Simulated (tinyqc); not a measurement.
Inputs raised by 5 %, one at a time: deep-level transient spectroscopy (DLTS) of one majority-carrier trap. Computed by tinyqc, a small Python program. Command: `OMP_NUM_THREADS=1 python tinyqc.py 3021127 3021128 out.jsonl dlts sens`. One thread of a shared host (Intel(R) Xeon(R) Processor @ 2.30GHz), about 0.09 s of CPU time with the checks.

A filling pulse loads the traps in a one-sided junction; under reverse bias they empty at the rate e, and the capacitance relaxes as C(t) = C_0 - dC exp(-e t). The signal is S = [C(t_2) - C(t_1)]/dC.

Inputs (values chosen for the exercise, with mass and screening modelled on InP): density-of-states mass m = 0.0822 m_0; valleys M = 1; trap depth E_t = 0.351 eV; cross-section sigma_0 = 5.3e-16 cm^2; degeneracy ratio g = 1; gate time t_1 = 0.0006 s; ratio t_2/t_1 = 5; temperature T = 164 K; doping N = 2e+16 cm^-3; trap density N_t = 2.4e+14 cm^-3; dielectric constant eps = 12.7; built-in voltage V_b = 1 V; reverse bias V_r = 1.1 V; diode area = 0.0015 cm^2.

Carriers: electrons. Extra term: none.

Constants: k_B = 8.617333262e-05 eV/K; k_B = 1.380649e-23 J/K; m_0 = 9.1093837015e-31 kg; h = 6.62607015e-34 J s; eps_0 = 8.8541878128e-12 F/m; e = 1.602176634e-19 C.

Method:
- e = g sigma v N_b exp(-E/k_B T), v = sqrt(3 k_B T/m), N_b = 2 M (2 pi m k_B T/h^2)^(3/2), sigma = sigma_0, E = E_t.
- S(e) = exp(-e t_1) - exp(-e t_2) peaks at the rate window e_0 = ln(t_2/t_1)/(t_2 - t_1).
- T_p solves e(T) = e_0 (bisection between 15 and 1500 K); the half-height points solve S = S_max/2 on either side.
- W = sqrt(2 eps eps_0 (V_b + V_r)/(e N)), C_0 = eps eps_0 area/W. The pulse goes to zero bias, W_0 = W(V_r = 0). Traps within lambda = sqrt(2 eps eps_0 (E_t - E_F)/(e^2 N)) of the depletion edge stay filled, with E_F = k_B T_p ln(N_b/N) from the band, N_b = 2 M (2 pi m k_B T_p/h^2)^(3/2) (dopants taken as fully ionised). dC = C_0 (N_t/2N) f, f = [(W - lambda)^2 - max(W_0 - lambda, 0)^2]/W^2. The simple estimate is 2 N dC/C_0.

Runs:
```
input moved                        from         to  full width (K)  transient amplitude dC (fF)  C_0 (pF)  emission rate e (1/s)
base run                              -          -          36.328                       77.938    43.935               0.062406
trap depth E_t (eV)               0.351    0.36855          37.766                       76.566    43.935               0.018026
cross-section sigma_0 (cm^2)    5.3e-16  5.565e-16          36.147                       77.911    43.935               0.065527
gate time t_1 (s)                0.0006    0.00063          36.147                       77.911    43.935               0.062406
density-of-states mass m (m_0)   0.0822    0.08631          36.147                       78.076    43.935               0.065527
doping N (cm^-3)                  2e+16    2.1e+16          36.328                       75.952    45.020               0.062406
trap density N_t (cm^-3)        2.4e+14   2.52e+14          36.328                       81.835    43.935               0.062406
reverse bias V_r (V)                1.1      1.155          36.328                       79.186    43.371               0.062406
```

Exponents ln(y'/y) / ln(x'/x):
```
input                     full width  transient amplitude dC     C_0  emission rate e
trap depth E_t                 0.796                  -0.364   0.000          -25.452
cross-section sigma_0         -0.102                  -0.007   0.000            1.000
gate time t_1                 -0.102                  -0.007   0.000            0.000
density-of-states mass m      -0.102                   0.036   0.000            1.000
doping N                       0.000                  -0.529   0.500            0.000
trap density N_t               0.000                   1.000   0.000            0.000
reverse bias V_r               0.000                   0.326  -0.265            0.000
```

To which inputs is each result most sensitive?

Among the inputs moved here: full width answers most in size to trap depth E_t (exponent +0.796), next to cross-section sigma_0 (-0.102); its exponent is below 0.0005 for doping N, trap density N_t, reverse bias V_r. Transient amplitude dC answers most in size to trap density N_t (exponent +1.000), next to doping N (-0.529). Its exponent +1.000 in trap density N_t: dC is linear in N_t. C_0 answers most in size to doping N (exponent +0.500), next to reverse bias V_r (-0.265); its exponent is below 0.0005 for trap depth E_t, cross-section sigma_0, gate time t_1, density-of-states mass m, trap density N_t. Its exponent +0.500 in doping N: C goes as sqrt(N). Emission rate e answers most in size to trap depth E_t (exponent -25.452), next to cross-section sigma_0 (+1.000); its exponent is below 0.0005 for gate time t_1, doping N, trap density N_t, reverse bias V_r. Its exponent +1.000 in cross-section sigma_0: e is linear in sigma. Its exponent +1.000 in density-of-states mass m: v N_b goes as m^(-1/2) m^(3/2).

Extremes, crossings and ranges named in words are read from the listed rows.
